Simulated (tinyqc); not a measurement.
One gate, two gates and a surrounding gate.

Below threshold the potential that source and drain add obeys Laplace's equation, vanishes on the gates and decays along the channel as exp(-k y). The same ts (depleted depth over a conducting body, body thickness or wire diameter), ti and permittivities in three geometries; k is the smallest positive root of: one gate, f(k) = eps_r sin(k ti) cos(k ts) + ei cos(k ti) sin(k ts); two gates, f(k) = ei cos(k ti) cos(k ts/2) - eps_r sin(k ti) sin(k ts/2); wire, f(k) = ei J0(u)[J1(u) Y0(v) - Y1(u) J0(v)] - eps_r J1(u)[J0(u) Y0(v) - Y0(u) J0(v)], u = k ts/2, v = u + k ti. Parabolic estimates of l: sqrt((eps_r/ei) ts ti); sqrt((eps_r/(2 ei)) ts ti (1 + ei ts/(4 eps_r ti))); sqrt([2 eps_r ts^2 ln(1 + 2 ti/ts) + ei ts^2]/(16 ei)), in the same order.

Values chosen for this exercise; permittivities: semiconductor close to that of silicon, insulator close to that of zirconium oxide:
- eps_r = 11.7 (relative permittivity of the semiconductor)
- ei = 25 (relative permittivity of the insulator)
- ti = 2.4 nm (insulator thickness)
- ts = 7.6 nm (wire diameter)

Scale lengths (nm):

|  | Lambda = pi/k | l = 1/k | l(parabolic) |
|---|---|---|---|
| one gate over a conducting body | 8.975 | 2.857 | 2.922 |
| two gates | 10.22 | 3.252 | 3.389 |
| wire | 6.777 | 2.157 | 2.294 |

What does the comparison show?

The wire has the shortest scale length, 0.663 times that of the double gate; the single gate over a conducting body has 0.878 times it, its layer ending directly on a conductor where the double gate has a second insulator. The parabolic estimates are 2.3 % above, 4.2 % above and 6.4 % above the exact l, in the order of the rows.

Program tinyqc, `OMP_NUM_THREADS=1 python tinyqc.py 2420089 2420090 out.jsonl`; Intel Xeon 2.30GHz, shared host, one thread, about 0.01 s.
